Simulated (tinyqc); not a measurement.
Inside a calculation. Model: velocity overshoot from momentum and energy balance equations after a field step. Computed by tinyqc, a small Python program that keeps every step. Command: `OMP_NUM_THREADS=1 python tinyqc.py 3003395 3003396 out.jsonl overshoot walk`. One thread of a shared host (Intel(R) Xeon(R) Processor @ 2.30GHz), about 0.01 s of CPU time with the checks. Intermediate numbers are printed to about 6 digits and carried at full precision; extremes and crossings named in words are read from the listed rows.

At t = 0 the field jumps from 0 to F in a uniform sample. v is the drift velocity and u = w - (3/2) k_B T the excess energy per carrier.

Inputs (values chosen for the exercise, modelled on electrons in silicon except for tau_E):
```
quantity                      value        unit
effective mass m               0.27         m_0
low-field mobility mu_0        1400  cm^2/(V s)
saturation velocity v_s        0.94    1e7 cm/s
energy relaxation time tau_E    0.3          ps
field after the step F           17       kV/cm
lattice temperature T           300           K
time step dt                     12          fs
```

Scheme: explicit Euler.

Constants: m_0 = 9.1093837015e-31 kg; e = 1.602176634e-19 C; k_B = 8.617333262e-05 eV/K.

## Constants and steady state

dv/dt = e F/m - v/tau_m(u), du/dt = e F v - u/tau_E, tau_m(u) = tau_0/(1 + c u), tau_0 = m mu_0/e, c = mu_0/(e tau_E v_s^2); this choice gives the steady state v (1 + mu_0 F v/v_s^2) = mu_0 F, which saturates at v_s. Steady velocity v = 2 mu_0 F/(1 + sqrt(1 + 4 (mu_0 F/v_s)^2)); u = e F v tau_E; carrier temperature T + 2u/(3 k_B), neglecting the drift energy m v^2/2.

tau_0 = 214.917 fs

c = 52.8142 1/eV

acceleration e F/m = 0.0110741 1e7 cm/s per fs

steady velocity = 0.772523 1e7 cm/s

steady excess energy = 0.0393987 eV

steady carrier temperature = 604.802 K

tau_E/tau_0 = 1.40, and in the steady state tau_m has shrunk to 69.8 fs.

## First four steps

dv/dt = e F/m - v/tau_m(u), du/dt = e F v - u/tau_E, tau_m(u) = tau_0/(1 + c u), tau_0 = m mu_0/e, c = mu_0/(e tau_E v_s^2); this choice gives the steady state v (1 + mu_0 F v/v_s^2) = mu_0 F, which saturates at v_s. Step: v_new = v + dt (e F/m - v/tau_m(u)), u_new = u + dt (e F v - u/tau_E). Start v = u = 0; the distance adds dt (v + v_new)/2.

Steps:
```
step  t (fs)  v (1e7 cm/s)      u (eV)  tau_m (fs)
1         12      0.132889  0.00000000     214.917
2         24      0.258357  0.00027109     211.883
3         36      0.376614  0.00078730     206.337
4         48      0.487600  0.00152410     198.906
```

After the first step u is still 0, below the drift energy m v^2/2, because the explicit scheme uses the old v: an error of the finite time step.

## The whole transient

Run to 8 times the larger of tau_E and tau_0, but at most 20001 steps, and stop early if |v| > 1000 v_s or u < -1/(2c); the run is accepted if the last v is within 0.5 % of the steady value.

Selected steps, the peak among them:
```
step  t (fs)  v (1e7 cm/s)     u (eV)  distance (nm)
1         12       0.13289  0.0000000    7.97332e-02
2         24       0.25836  0.0002711    3.14481e-01
3         36       0.37661  0.0007873    6.95463e-01
5         60       0.59107  0.0024578    1.86119e+00
7         84       0.77400  0.0048235    3.50425e+00
11       132       1.03391  0.0109080    7.89832e+00
17       204       1.16065  0.0208671    1.59653e+01
26       312       1.02322  0.0318500    2.79108e+01
39       468       0.83617  0.0379199    4.21812e+01
59       708       0.77687  0.0393342    6.12733e+01
88      1056       0.77250  0.0394021    8.81889e+01
133     1596       0.77252  0.0393988    1.29904e+02
201     2412       0.77252  0.0393987    1.92942e+02
```

peak velocity = 1.16065 1e7 cm/s

time of the peak = 204 fs

distance at the peak = 15.9653 nm

last relative deviation from the steady velocity = 1.20495e-09

peak over steady velocity = 1.50241

The velocity overshoots to 1.50 times its steady value: momentum follows the field within tau_m while the energy, and with it the scattering rate, builds up over tau_E. A channel shorter than a few times 16 nm would see this.

## Error of the time step

The peak velocity is recomputed with dt/2 and dt/4 and by an adaptive Runge-Kutta method (tolerance 1e-9).

Peak velocity:
```
step      v_peak (1e7 cm/s)  error (%)
dt                  1.16065    3.19143
dt/2                1.14192    1.52640
dt/4                1.13317    0.74862
adaptive            1.12475    0.00000
```

The explicit scheme puts the peak 3.19 % too high; halving dt divides the error by 2.09, as a first-order method should.

Checks made by the program: peak at dt/4 against the adaptive solution (relative difference 7e-03).
